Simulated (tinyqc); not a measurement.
# Arrhenius plot from several rate windows

Emission rate en = sn vth(T) Nc(T) exp(-Et/kB T) = sn g T^2 exp(-Et/kB T), g = vth Nc/(300 K)^2, as vth goes as T^0.5 and Nc as T^1.5 (degeneracy factor 1). Here the cross-section is thermally activated, sn exp(-Eb/kB T) with Eb = 0.05 eV. Each window ew gives the temperature where en = ew.

Inputs (values chosen for the exercise); material values close to those of silicon:
```
symbol,value,unit,meaning
Nc,2.79e19,cm^-3,conduction-band density of states at 300 K
vth,2.3e7,cm/s,thermal velocity at 300 K
Et,0.48,eV,depth of the trap below the conduction edge
sn,4.5e-16,cm^2,capture cross-section
```

Constants: q = 1.602176634e-19 C, kB = 1.380649e-23 J/K. Results are converted to the units shown.

Result of one run:
```
ew (1/s)	T peak (K)	q/kB T (1/eV)	ln(ew/T^2)	ln ew
430	302.4	38.38	-5.359	6.064
```

What becomes of these results when the rate window ew is changed from 430 to 1300 1/s, all else the same?

Result of the changed run:
```
ew (1/s)	T peak (K)	q/kB T (1/eV)	ln(ew/T^2)	ln ew
1300	318.1	36.48	-4.355	7.170
```

The whole series:
```
ew (1/s)	T peak (K)	q/kB T (1/eV)	ln(ew/T^2)	ln ew
1.7	241.9	47.98	-10.45	0.5306
5.1	252.0	46.06	-9.429	1.629
15	262.7	44.18	-8.434	2.708
47	275.0	42.20	-7.383	3.850
140	287.9	40.31	-6.383	4.942
430	302.4	38.38	-5.359	6.064
1300	318.1	36.48	-4.355	7.170
3900	335.3	34.61	-3.361	8.269
```

The peak rises from 242 to 335 K. ln(ew/T^2) against q/kB T is a straight line of slope -0.5300 eV, which is Et + Eb and not Et = 0.48 eV: a capture barrier adds to the activation energy. Its intercept gives sn = 4.50e-16 cm^2. Leaving out the T^2 gives 0.5789 eV, too high by about 2 kB T.

Numbers from tinyqc (`OMP_NUM_THREADS=1 python tinyqc.py 2050068 2050069 out.jsonl`; about 0.01 s on one thread of a shared Intel Xeon 2.30GHz).
